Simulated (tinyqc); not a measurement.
Stretching all distances: RHF, UHF, MP2, CISD and CCSD against full CI in the sto-3g basis, for H2, spin multiplicity 1. Computed by the program tinyqc with PySCF. 

Geometry (angstrom):
```
atom       x       y       z
H     0.0000  0.0000  0.0000
H     0.0000  0.0000  0.6330
```

All coordinates are multiplied by the scale. c0^2 is the weight of the RHF determinant in the lowest singlet FCI state (UHF is spin-contaminated and may lie near states of higher spin) and n(LUMO) the first natural occupation beyond the occupied space.

Full CI energy (hartree) and errors against it (kcal/mol):
```
scale   distance 1-2 (angstrom)     E(FCI)      RHF      UHF      MP2    CISD    CCSD  <S^2> UHF    c0^2  n(LUMO)
0.9400                   0.5950  -1.114432   9.4082   9.4082   3.0633  0.0000  0.0000     0.0000  0.9926   0.0148
1.0900                   0.6900  -1.135413  11.5699  11.5699   4.0306  0.0000  0.0000     0.0000  0.9894   0.0211
1.2400                   0.7849  -1.135383  14.1638  14.1638   5.2391  0.0000  0.0000     0.0000  0.9851   0.0297
1.3900                   0.8799  -1.123902  17.2507  17.2507   6.7276  0.0000  0.0000     0.0000  0.9794   0.0413
1.5400                   0.9748  -1.106379  20.9107  20.9107   8.5452  0.0000  0.0000     0.0000  0.9717   0.0566
1.6800                   1.0634  -1.087369  24.9243  24.9243  10.5875  0.0000  0.0000     0.0000  0.9624   0.0753
1.8300                   1.1584  -1.066042  29.9470  29.9375  13.1941  0.0000  0.0000     0.0168  0.9496   0.1009
1.9800                   1.2533  -1.045063  35.7799  32.3860  16.2641  0.0000  0.0000     0.2892  0.9333   0.1334
2.1300                   1.3483  -1.025392  42.4495  31.1078  19.7960  0.0000  0.0000     0.4864  0.9133   0.1733
```

UHF parts from RHF first at scale 1.83 of those listed, where <S^2> leaves zero. The weight c0^2 goes from 0.99 to 0.91 and n(LUMO) from 0.01 to 0.17: static correlation grows as the bonds break into open-shell fragments. The spread of the error along the curve, which distorts its shape, is CISD 0.0, CCSD 0.0, MP2 16.7, UHF 23.0, RHF 33.0 kcal/mol. With two electrons CISD and CCSD are exact.
